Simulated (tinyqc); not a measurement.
Inside a calculation: three-band (Emery) model of a CuO2 plane downfolded to one band. Values are carried at full precision from step to step, so a last printed digit may differ when a step is redone from the rounded ones.

Electron picture, d at 0 and the oxygen p orbitals at -D; sx = sin(kx a/2), sy = sin(ky a/2). H = [[0, 2 tpd sx, -2 tpd sy], [., -D, -4 tpp sx sy], [., ., -D]], real and symmetric. The top (antibonding) band crosses the Fermi level.

Values chosen for the exercise (of the size used for cuprate planes; not measured data): D = 1.7 eV (ed - ep); tpd = 1.35 eV (d-p hopping); tpp = 0.53 eV (p-p hopping); k = (0.44, 0.25) pi/a (wave vector).

## H at one k

Fill in the matrix.

sx, sy: 0.63742  0.38268

H (eV), lower triangle:
```
,d,px,py
d,0
px,1.72104,-1.70000
py,-1.03325,-0.51713,-1.70000
```

## Exact levels

Diagonalise.

levels (eV): -2.7847  -2.1007  1.4854

weights of the top band: d 0.6452, px 0.2393, py 0.1156

## Loewdin downfolding onto d

h(E) = H_dd + V (E - H_pp)^-1 V^T with V = H_dp. The level solves E = h(E). Newton: start at E = 0, set Z = 1/(1 - dh/dE) = 1/(1 + |(E - H_pp)^-1 V^T|^2) and E(new) = E + Z (h - E); stop when the step is below 1e-9 eV.

Iterations:
```
i,E (eV),h(E) (eV),Z
0,0.00000,3.31335,0.2660
1,0.88143,1.91379,0.5223
2,1.42060,1.52195,0.6339
3,1.48485,1.48573,0.6451
4,1.48542,1.48542,0.6452
5,1.48542,1.48542,0.6452
```

The first value, h(0) = 3.3134 eV, is the energy-independent downfolding; the root is 1.4854 eV, so h(0) is 123 % too high. The final Z is the d weight of the state.

## Hoppings of the top band

One-band form E = e0 - 2t (cos kx + cos ky) - 4t' cos kx cos ky - 2t'' (cos 2kx + cos 2ky) - 4t''' (cos 2kx cos ky + cos kx cos 2ky), k in 1/a. Each hopping is minus the mean of E cos(m kx) cos(n ky) over a 12 x 12 mesh, k = (j + 1/2) 2 pi/12.

Fourier coefficients of the exact top band.

e0, t, t', t'', t''' (eV): 2.2173  0.4822  -0.0092  0.0490  0.0034

t'/t = -0.019

## The one-band model at k

Evaluate the one-band form at k with e0 and t alone, with t' added, and with all four hoppings.

E (eV): (t alone) 1.3546, (t and t') 1.3595, (all four) 1.4596

The three-band value is 1.4854 eV.

## Checks

- Top level at (1,1) against the root of E (E + D - 4 tpp) = 8 tpd^2: both 4.03415.

tinyqc: `OMP_NUM_THREADS=1 python tinyqc.py 1482355 1482356 out.jsonl`; about 0.02 s, one thread, shared Intel(R) Xeon(R) Processor @ 2.30GHz.
